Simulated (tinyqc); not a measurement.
Reaction control against transport control: chemical vapour deposition: Grove model, boundary layer, depletion and step coverage. Computed by tinyqc, a small Python program. Command: `OMP_NUM_THREADS=1 python tinyqc.py 3014802 3014803 out.jsonl cvd walk`. One thread of a shared host (Intel(R) Xeon(R) Processor @ 2.30GHz), about 0.04 s of CPU time with the checks.

A precursor diffuses to the surface and reacts there at first order; each molecule that reacts adds one formula unit of film.

Inputs (values chosen for the exercise, close to those used for tungsten from its fluoride): prefactor k0 of k_s = 2.3e+06 cm/s; activation energy E = 0.736 eV; temperature T = 420 C; total pressure p = 760 torr; mole fraction of the precursor Y = 0.0018; gas diffusivity D0 at 273.15 K and 760 torr = 0.43 cm^2/s; film density N = 6.3e+22 formula units/cm^3; gas velocity U = 20 cm/s; kinematic viscosity nu0 at 273.15 K and 760 torr = 0.93 cm^2/s; susceptor length L = 30 cm; channel height b = 6.5 cm.

Reactor: horizontal, atmospheric.

Constants: k_B = 8.617333262e-05 eV/K; k_B = 1.380649e-23 J/K.

Method:
- k_s = k0 exp(-E/(k_B T)); C_g = Y p/(k_B T), 1 torr = 133.322 Pa; D = D0 (T/273.15)^1.75 (760/p).
- nu = nu0 (T/273.15)^1.75 (760/p); Re = U L/nu; mean boundary layer delta = (2/3) L/sqrt(Re), at most b/2; h_g = D/delta.
- Fluxes in series: C_s = C_g/(1 + k_s/h_g); growth rate G = k_s h_g/(k_s + h_g) C_g/N; 1 cm/s = 6e8 nm/min.
- Temperatures in kelvin are T(C) + 273.15.

Rates:
```
T (C)  k_s (cm/s)  h_g (cm/s)  G (nm/min)  reaction limit (nm/min)  transport limit (nm/min)
220    6.9204e-02      0.9158       16.41               1.7655e+01                    233.62
270    3.4083e-01      0.9965       58.83               7.8946e+01                    230.82
320    1.2829e+00      1.0763      124.14               2.7212e+02                    228.29
370    3.9298e+00      1.1553      174.65               7.6873e+02                    225.99
420    1.0242e+01      1.2335      199.82               1.8590e+03                    223.89
470    2.3466e+01      1.3110      210.20               3.9726e+03                    221.95
520    4.8427e+01      1.3879      214.02               7.6815e+03                    220.15
570    9.1711e+01      1.4642      215.04               1.3685e+04                    218.47
620    1.6170e+02      1.5399      214.86               2.2777e+04                    216.91
```

What follows from these numbers?

The apparent activation energy of G is 0.59 eV between the first rows and 0.00 eV between the last, against E = 0.736 eV. k_s passes h_g between 270 and 320 C, where control shifts from the surface to the gas. In the reaction limit the slope is E - k_B T, because C_g falls as 1/T; any further lowering comes from transport.

Extremes, crossings and ranges named in words are read from the listed rows.
